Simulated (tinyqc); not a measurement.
# Field emission through a triangular barrier, exact transmission by Airy functions: effects of single changes

The left lead has its band edge at 0; for x > 0 the edge falls without end, U(x) = U0 - F x, with mass m1. No transverse momentum; C = hbar^2/(2 m0); psi and psi'/m are continuous at x = 0. The outgoing solution is Bi(z) + i Ai(z).

Values chosen for this exercise; U0 - E and the mass are of the order of those of aluminium oxide on silicon:
```
symbol,value,unit,meaning
mL,0.97,m0,mass in the left lead
U0,3.33,eV,barrier edge at x = 0
m1,0.41,m0,mass in the barrier
E,0.65,eV,electron energy
F,1.1,V/nm,field in the barrier
```

Constants: q = 1.602176634e-19 C, hbar = 1.054571817e-34 J s, m0 = 9.1093837015e-31 kg, hbar^2/(2 m0) = 0.0380998212 eV nm^2. Results are converted to the units shown.

Each table varies one quantity; the others keep the values above.

## Effect of the barrier mass

Energy scale e = (C F^2/m1)^(1/3), z(x) = (U(x) - E)/e, s = (dz/dx)/m1 = -F/(e m1); v = k/m in a lead. With the Airy functions at z = z(0): g = s (Bi' + i Ai')/(Bi + i Ai), r = (i vL - g)/(i vL + g), T(E) = 1 - |r|^2 = 4 vL Im(g)/|i vL + g|^2, vL = sqrt(mL E/C)/mL. WKB: exp(-S), S = (4/(3 F)) sqrt(m1/C) [max(U0 - E, 0)^1.5]. For large z the ratio tends to c = 4 g0/(1 + g0^2), g0 = K/(m1 vL), K = sqrt(m1 (U0 - E)/C).

Effect of the barrier mass:
```
m1 (m0)   z(0)  T(E), exact    exp(-S)   ratio       c
0.18     4.220     8.026e-6   9.549e-6  0.8405  0.8120
0.22     4.512     2.584e-6   2.819e-6  0.9165  0.8892
0.27     4.831     7.105e-7   7.108e-7  0.9997  0.9736
0.33     5.165     1.733e-7   1.595e-7   1.086   1.061
0.41     5.553     3.143e-8   2.652e-8   1.185   1.162
0.5      5.932     5.497e-9   4.298e-9   1.279   1.257
0.62     6.373    6.671e-10  4.822e-10   1.384   1.364
0.76     6.821    7.179e-11  4.839e-11   1.484   1.465
0.94     7.322    5.352e-12  3.374e-12   1.586   1.570
```

What does the table show?

The exact T(E) falls from 8.03e-6 to 5.35e-12, while S grows with the square root of m1; the ratio to WKB rises from 0.840 to 1.59. At the largest z (7.32) the ratio is 1.0 % above c, at the smallest (4.22) 3.5 % above it. In every row the field exceeds 10 MV/cm (up to 11.0), more than most dielectrics sustain; the model ignores breakdown.

## Exact and WKB transmission against energy

Same model as above.

Exact and WKB transmission against energy:
```
E (eV)    z(0)  T(E), exact    exp(-S)   ratio       c
0.167    6.553    1.149e-10  1.931e-10  0.5949  0.5845
0.541    5.778     9.768e-9   9.051e-9   1.079   1.059
0.916    5.001     4.703e-7   3.335e-7   1.410   1.381
1.29     4.227     1.553e-5   9.298e-6   1.670   1.632
1.665    3.450     3.653e-4   1.950e-4   1.874   1.828
2.04     2.673     0.005906   0.002950   2.002   1.960
2.414    1.898      0.05975    0.03063   1.951   1.997
2.789    1.121       0.3031     0.2055   1.475   1.857
3.163   0.3460       0.6580     0.7623  0.8631   1.257
```

The exact T(E) rises from 1.15e-10 to 0.658, and the ratio to WKB goes from 0.595 through a maximum of 2.00 (at E = 2.04 eV among the rows listed) to 0.863. At the largest z (6.55) the ratio is 1.8 % above c, at the smallest (0.346) 31 % below it. In every row the field exceeds 10 MV/cm (up to 11.0), more than most dielectrics sustain; the model ignores breakdown.

Range of the model: Masses are held fixed, although real bands cease to be parabolic a few tenths of an eV from their edges.

Numbers from tinyqc (`OMP_NUM_THREADS=1 python tinyqc.py 2580032 2580033 out.jsonl`; about 0.01 s on one thread of a shared Intel Xeon 2.30GHz).
